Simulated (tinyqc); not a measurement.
# IGBT as a p-i-n diode in series with a MOS channel, on-state and switching loss, step by step

Program tinyqc, `OMP_NUM_THREADS=1 python tinyqc.py 2590044 2590045 out.jsonl`; Intel Xeon 2.30GHz, shared host, one thread, about 0.01 s. Printed values are rounded.

High injection (n = p) in a drift layer from x = -W/2 (anode) to +W/2 (cathode side), recombination only in the layer with lifetime tau, ideal emitters. The channel feeds the cathode side and carries the whole current. Auger recombination, carrier-carrier scattering, emitter losses and the carrier dip under the p body are left out.

Parameters, values chosen for the exercise; material values close to those of silicon:
- T = 300 K (temperature)
- Eg = 1.14 eV (band gap)
- Nc = 2.75e19 cm^-3 (conduction-band density of states at T)
- Nv = 2.69e19 cm^-3 (valence-band density of states at T)
- mn = 1400 cm^2/(V s) (electron mobility)
- mp = 480 cm^2/(V s) (hole mobility)
- W = 60 um (width of the drift layer)
- Nd = 1.5e14 cm^-3 (doping of the drift layer)
- tau = 0.45 us (high-injection lifetime)
- J = 30 A/cm^2 (current density)
- Rch = 2.5 mohm cm^2 (channel and accumulation resistance)
- Vdc = 400 V (link voltage)
- ks = 0.09 (turn-off energy per stored charge and link voltage)
- f = 10 kHz (switching frequency)

Constants: q = 1.602176634e-19 C, kB = 1.380649e-23 J/K, Vt = kB T/q. Results are converted to the units shown.

## Ambipolar length

b = mn/mp, B = (b - 1)/(b + 1), La = sqrt(2 Vt mn mp tau/(mn + mp)), y = W/(2 La).

b = 2.91667
B = 0.489362
La = 28.8386 um
y = 1.04027

## Carrier profile

2 x/W, point 0 to 8: -1  -0.75  -0.5  -0.25  0  0.25  0.5  0.75  1

n(x) = (tau J/(2 q La))[cosh(x/La)/sinh y - B sinh(x/La)/cosh y]. x/La = (2 x/W) y.

n, point 0 to 8 (cm^-3): 2.43396e16  1.94448e16  1.58726e16  1.33800e16  1.17974e16  1.10173e16  1.09866e16  1.17032e16  1.32157e16

The density is 1.84 times higher at the anode than at the cathode side, since holes are the slower carriers; its smallest listed value is 73.2 times Nd.

## On-state voltage

n(x) = (tau J/(2 q La))[cosh(x/La)/sinh y - B sinh(x/La)/cosh y]. Vm = Vt [(8 b/(b + 1)^2)(sinh y/s) arctan(s sinh y) + B ln((1 + B tanh^2 y)/(1 - B tanh^2 y))], s = sqrt(1 - B^2 tanh^2 y); Vj = Vt ln(n(-W/2) n(W/2)/ni^2), ni = sqrt(Nc Nv) exp(-Eg/(2 Vt)), Eg in volts; Vc = J Rch; Von = Vm + Vj + Vc.

Vm = 0.0526398 V
Vj = 0.761312 V
Vc = 0.075 V
Von = 0.888952 V

Vm does not depend on J, since the carrier density grows with it. Junctions, layer and channel take 86, 5.9 and 8.4 % of Von.

## Stored charge, losses and the unipolar alternative

Stored charge tau J, turn-off energy Eoff = ks tau J Vdc, loss at half duty 0.5 J Von + f Eoff. A unipolar device on the same layer has Vu = J (W/(q mn Nd) + Rch).

stored charge = 13.5 uC/cm^2
Eoff = 0.486 mJ/cm^2
conduction loss = 13.3343 W/cm^2
switching loss = 4.86 W/cm^2
Vu = 5.42486 V

Both losses would be equal at f = 27.4 kHz.
